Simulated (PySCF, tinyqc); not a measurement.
RKS/PBE0 in the sto-6g basis, for H3+, spin multiplicity 1, step by step. The lowest restricted solution is unstable here: a spin-polarised one lies 0.0006 hartree lower (PySCF). Computed by tinyqc, a small Python program that keeps every step (integrals from PySCF). Settings: charge = 1, multiplicity = 1, basis = sto-6g, energy threshold = 1e-08, iteration cap = 85, orthogonalisation = symmetric, start = Wolfsberg-Helmholz matrix, DIIS depth = 6, method = RKS, functional = pbe0, grid = [40, 86]. Command: `OMP_NUM_THREADS=1 python tinyqc.py 28171 28172 out.jsonl` (the two numbers bound the seeds that draw the settings). One thread of a shared host (Intel(R) Xeon(R) Processor @ 2.60GHz), about 0.4 s of CPU time with the checks. Later iterations appear only in the table of the cycle.

## One-electron integrals

Geometry (angstrom):
```
atom         x         y          z
H     0.000000  0.000000   0.000000
H     0.000000  0.000000   1.270000
H     0.000000  0.000000  -1.270000
```

Basis sto-6g: exponents (1/bohr^2) and contraction coefficients of normalised primitives:
```
element  l (shell)   exponent  coefficient
H            s (1)  35.523221     0.009164
H            s (1)   6.513144     0.049361
H            s (1)   1.822143     0.168538
H            s (1)   0.625955     0.370563
H            s (1)   0.243077     0.416492
H            s (1)   0.100112     0.130334
```

Overlap, kinetic and nuclear-attraction integrals over the contracted functions; the nuclear repulsion is the sum of Za Zb / Rab.

nuclear repulsion = 1.04168742 hartree

overlap S:
```
          1H 1s     2H 1s     3H 1s
1H 1s  1.000000  0.353320  0.353320
2H 1s  0.353320  1.000000  0.048797
3H 1s  0.353320  0.048797  1.000000
```

kinetic energy T (hartree):
```
          1H 1s      2H 1s      3H 1s
1H 1s  0.768522   0.040098   0.040098
2H 1s  0.040098   0.768522  -0.009704
3H 1s  0.040098  -0.009704   0.768522
```

nuclear attraction V (hartree):
```
           1H 1s      2H 1s      3H 1s
1H 1s  -2.064289  -0.603040  -0.603040
2H 1s  -0.603040  -1.860253  -0.075802
3H 1s  -0.603040  -0.075802  -1.860253
```

core Hamiltonian H = T + V (hartree):
```
           1H 1s      2H 1s      3H 1s
1H 1s  -1.295767  -0.562942  -0.562942
2H 1s  -0.562942  -1.091731  -0.085506
3H 1s  -0.562942  -0.085506  -1.091731
```

## Two-electron integrals

Functions are numbered as in S; the eight-fold symmetry (ij|kl) = (ji|kl) = (kl|ij) leaves the list below.

Two-electron integrals (ij|kl) in chemists' order, unique and non-zero (hartree):
```
(11|11) 0.774999   (21|11) 0.202700   (21|21) 0.074752   (22|11) 0.399197
(22|21) 0.202700   (22|22) 0.774999   (31|11) 0.202700   (31|21) 0.049950
(31|22) 0.099355   (31|31) 0.074752   (32|11) 0.026406   (32|21) 0.008198
(32|22) 0.019772   (32|31) 0.008198   (32|32) 0.001088   (33|11) 0.399197
(33|21) 0.099355   (33|22) 0.208238   (33|31) 0.202700   (33|32) 0.019772
(33|33) 0.774999
```

## Orthogonalisation

S = U s U^T; symmetric (Loewdin) form X = U s^(-1/2) U^T, so that X^T S X = 1.

eigenvalues of S: 0.524133  0.951203  1.524664

X:
```
           1H 1s      2H 1s      3H 1s
1H 1s   1.109503  -0.201783  -0.201783
2H 1s  -0.201783   1.053482   0.028153
3H 1s  -0.201783   0.028153   1.053482
```

## Starting guess

The start is the generalised Wolfsberg-Helmholz matrix (K = 1.75) built on H; D = 2 C_occ C_occ^T.

D at the start:
```
          1H 1s     2H 1s     3H 1s
1H 1s  0.872419  0.451320  0.451320
2H 1s  0.451320  0.233477  0.233477
3H 1s  0.451320  0.233477  0.233477
```

## Iteration 1: exchange-correlation on the grid

Becke grid with 40 radial and 86 angular points per atom, points of zero weight dropped. rho = sum D_ij phi_i phi_j; V_xc,ij = sum w v_xc phi_i phi_j plus the gradient terms; v_xc is d(rho eps)/d rho at fixed gradient. Exact exchange is left to K.

The 12 grid points with the largest w rho, of 10286 (bohr, atomic units):
```
x                  y          z         w       rho  |grad rho|^2     eps_xc       v_xc
-0.669044  -0.669044  -0.669044  0.030825  0.045184      0.008786  -0.248039  -0.297434
0.669044    0.669044  -0.669044  0.030825  0.045184      0.008786  -0.248039  -0.297434
-0.669044   0.669044  -0.669044  0.030825  0.045184      0.008786  -0.248039  -0.297434
0.669044   -0.669044  -0.669044  0.030825  0.045184      0.008786  -0.248039  -0.297434
0.669044    0.669044   0.669044  0.030825  0.045184      0.008786  -0.248039  -0.297434
0.669044   -0.669044   0.669044  0.030825  0.045184      0.008786  -0.248039  -0.297434
-0.669044  -0.669044   0.669044  0.030825  0.045184      0.008786  -0.248039  -0.297434
-0.669044   0.669044   0.669044  0.030825  0.045184      0.008786  -0.248039  -0.297434
-0.219090  -0.804630  -0.804630  0.028882  0.048198      0.008708  -0.251362  -0.307337
0.804630   -0.219090  -0.804630  0.028882  0.048198      0.008708  -0.251362  -0.307337
0.219090    0.804630  -0.804630  0.028882  0.048198      0.008708  -0.251362  -0.307337
-0.804630   0.219090  -0.804630  0.028882  0.048198      0.008708  -0.251362  -0.307337
```

electrons on the grid, sum of w rho = 2.000028

E_xc = sum of w rho eps_xc = -0.46764404 hartree

V_xc (hartree):
```
           1H 1s      2H 1s      3H 1s
1H 1s  -0.346065  -0.096236  -0.096236
2H 1s  -0.096236  -0.255480  -0.011908
3H 1s  -0.096236  -0.011908  -0.255480
```

## Iteration 1: building the Kohn-Sham matrix

J_ij = sum D_kl (ij|kl), K_ij = sum D_kl (ik|jl); F = H + J - 0.125 K + V_xc; E = tr D H + tr D J / 2 - 0.0625 tr D K + E_xc + E_nn.

Coulomb J (hartree):
```
          1H 1s     2H 1s     3H 1s
1H 1s  1.240790  0.363750  0.363750
2H 1s  0.363750  0.859709  0.047576
3H 1s  0.363750  0.047576  0.859709
```

exchange K (hartree):
```
          1H 1s     2H 1s     3H 1s
1H 1s  1.100283  0.499553  0.499553
2H 1s  0.499553  0.446009  0.198763
3H 1s  0.499553  0.198763  0.446009
```

Kohn-Sham matrix F (hartree):
```
           1H 1s      2H 1s      3H 1s
1H 1s  -0.538577  -0.357871  -0.357871
2H 1s  -0.357871  -0.543253  -0.074683
3H 1s  -0.357871  -0.074683  -0.543253
```

total energy of this density = -1.17615630 hartree

## Iteration 1: diagonalisation and new density

Diagonalise F' = X^T F X, C = X C', fill 1 alpha and 1 beta electrons from the bottom; D = 2 C_occ C_occ^T. Each column has its largest component positive (the first on a tie).

F' = X^T F X (hartree):
```
           1          2          3
1  -0.392829  -0.203172  -0.203172
2  -0.203172  -0.473491   0.019117
3  -0.203172   0.019117  -0.473491
```

orbital energies (hartree): MO1 -0.712573, MO2 -0.492608, MO3 -0.134629

coefficients C:
```
            MO1        MO2        MO3
1H 1s  0.529334   0.000000   1.015990
2H 1s  0.434014   0.725017  -0.661298
3H 1s  0.434014  -0.725017  -0.661298
```

D after iteration 1:
```
          1H 1s     2H 1s     3H 1s
1H 1s  0.560390  0.459477  0.459477
2H 1s  0.459477  0.376736  0.376736
3H 1s  0.459477  0.376736  0.376736
```

## Iteration 2: exchange-correlation on the grid

As before.

The 12 grid points with the largest w rho, of 10286 (bohr, atomic units):
```
x                  y          z         w       rho  |grad rho|^2     eps_xc       v_xc
0.433680    0.000000   1.074608  0.021679  0.052711      0.003012  -0.254823  -0.331891
0.000000    0.433680   1.074608  0.021679  0.052711      0.003012  -0.254823  -0.331891
-0.433680   0.000000   1.074608  0.021679  0.052711      0.003012  -0.254823  -0.331891
0.000000   -0.433680   1.074608  0.021679  0.052711      0.003012  -0.254823  -0.331891
-0.433680   0.000000  -1.074608  0.021679  0.052711      0.003012  -0.254823  -0.331891
0.000000    0.433680  -1.074608  0.021679  0.052711      0.003012  -0.254823  -0.331891
0.000000   -0.433680  -1.074608  0.021679  0.052711      0.003012  -0.254823  -0.331891
0.433680    0.000000  -1.074608  0.021679  0.052711      0.003012  -0.254823  -0.331891
0.804630    0.219090   0.804630  0.028882  0.039132      0.004654  -0.235265  -0.291126
0.219090   -0.804630   0.804630  0.028882  0.039132      0.004654  -0.235265  -0.291126
-0.804630   0.219090   0.804630  0.028882  0.039132      0.004654  -0.235265  -0.291126
0.804630   -0.219090   0.804630  0.028882  0.039132      0.004654  -0.235265  -0.291126
```

electrons on the grid, sum of w rho = 2.000027

E_xc = sum of w rho eps_xc = -0.44627635 hartree

V_xc (hartree):
```
           1H 1s      2H 1s      3H 1s
1H 1s  -0.321348  -0.095199  -0.095199
2H 1s  -0.095199  -0.276760  -0.011758
3H 1s  -0.095199  -0.011758  -0.276760
```

## Iteration 2: building the Kohn-Sham matrix

As before.

Coulomb J (hartree):
```
          1H 1s     2H 1s     3H 1s
1H 1s  1.127526  0.348157  0.348157
2H 1s  0.348157  0.886599  0.045581
3H 1s  0.348157  0.045581  0.886599
```

exchange K (hartree):
```
          1H 1s     2H 1s     3H 1s
1H 1s  0.900804  0.486415  0.486415
2H 1s  0.486415  0.542972  0.220585
3H 1s  0.486415  0.220585  0.542972
```

Kohn-Sham matrix F (hartree):
```
           1H 1s      2H 1s      3H 1s
1H 1s  -0.602190  -0.370786  -0.370786
2H 1s  -0.370786  -0.549764  -0.079257
3H 1s  -0.370786  -0.079257  -0.549764
```

total energy of this density = -1.18870275 hartree

## Iteration 2: DIIS over 2 matrices

error matrix X^T (FDS - SDF) X:
```
          1          2          3
1  0.000000  -0.042704  -0.042704
2  0.042704   0.000000   0.000000
3  0.042704   0.000000   0.000000
```

B (overlaps of the stored error matrices):
```
                1               2
1   4.6943376e-02  -1.8504757e-02
2  -1.8504757e-02   7.2944487e-03
```

Minimise |sum c_i e_i|^2 with sum c_i = 1: solve [B -1; -1 0][c; lambda] = [0; -1] with B_ij = tr e_i^T e_j, and take F = sum c_i F_i.

DIIS coefficients: 0.282739  0.717261

extrapolated F (hartree):
```
           1H 1s      2H 1s      3H 1s
1H 1s  -0.584204  -0.367134  -0.367134
2H 1s  -0.367134  -0.547923  -0.077964
3H 1s  -0.367134  -0.077964  -0.547923
```

## Iteration 2: diagonalisation and new density

As before.

F' = X^T F X (hartree):
```
           1          2          3
1  -0.441347  -0.203093  -0.203093
2  -0.203093  -0.476686   0.017382
3  -0.203093   0.017382  -0.476686
```

orbital energies (hartree): MO1 -0.737682, MO2 -0.494069, MO3 -0.162969

coefficients C:
```
            MO1        MO2        MO3
1H 1s  0.567273   0.000000   0.995304
2H 1s  0.408766   0.725017  -0.677195
3H 1s  0.408766  -0.725017  -0.677195
```

D after iteration 2:
```
          1H 1s     2H 1s     3H 1s
1H 1s  0.643598  0.463764  0.463764
2H 1s  0.463764  0.334179  0.334179
3H 1s  0.463764  0.334179  0.334179
```

## Iteration 8 (converged): orbitals

converged F (hartree):
```
           1H 1s      2H 1s      3H 1s
1H 1s  -0.585042  -0.367539  -0.367539
2H 1s  -0.367539  -0.548604  -0.078062
3H 1s  -0.367539  -0.078062  -0.548604
```

As before.

F' = X^T F X (hartree):
```
           1          2          3
1  -0.442080  -0.203253  -0.203253
2  -0.203253  -0.477305   0.017376
3  -0.203253   0.017376  -0.477305
```

orbital energies (hartree): MO1 -0.738587, MO2 -0.494681, MO3 -0.163423

coefficients C:
```
            MO1        MO2        MO3
1H 1s  0.567378   0.000000   0.995245
2H 1s  0.408695   0.725017  -0.677238
3H 1s  0.408695  -0.725017  -0.677238
```

D after iteration 8:
```
          1H 1s     2H 1s     3H 1s
1H 1s  0.643836  0.463769  0.463769
2H 1s  0.463769  0.334063  0.334063
3H 1s  0.463769  0.334063  0.334063
```

## Convergence

Stop when the energy changes by less than 1e-08 hartree and every element of the error matrix X^T (F D S - S D F) X is below 3e-05.

Course of the cycle:
```
iteration  E (hartree)     change  largest element of the error matrix
1          -1.17615630          -                             1.08e-01
2          -1.18870275  -1.25e-02                             4.27e-02
3          -1.19099169  -2.29e-03                             1.19e-04
4          -1.19099170  -1.08e-08                             7.50e-05
5          -1.19099171  -3.28e-09                             5.46e-05
6          -1.19099171  -1.42e-09                             4.30e-05
7          -1.19099171  -7.39e-10                             3.55e-05
8          -1.19099171  -1.57e-09                             5.47e-08
```

PySCF RKS in the same basis, fine grid = -1.19098516 hartree

Converged in 8 iterations. The coarse grid moves the energy by -6.55e-06 hartree.

## Populations, bond orders and dipole

Mulliken: Z minus the diagonal of D S on the atom; Loewdin: the same with S^(1/2) D S^(1/2); Mayer order: 2 sum_s sum (D(s) S)_ij (D(s) S)_ji over the two atoms.

Charges (e):
```
atom  Mulliken   Loewdin
1H    0.028446  0.031034
2H    0.485777  0.484483
3H    0.485777  0.484483
```

Mayer bond orders:
```
pair     order
2-1   0.499595
3-1   0.499595
3-2   0.264425
```

dipole moment about the origin, x y z (debye): 0.000000  0.000000  0.000000
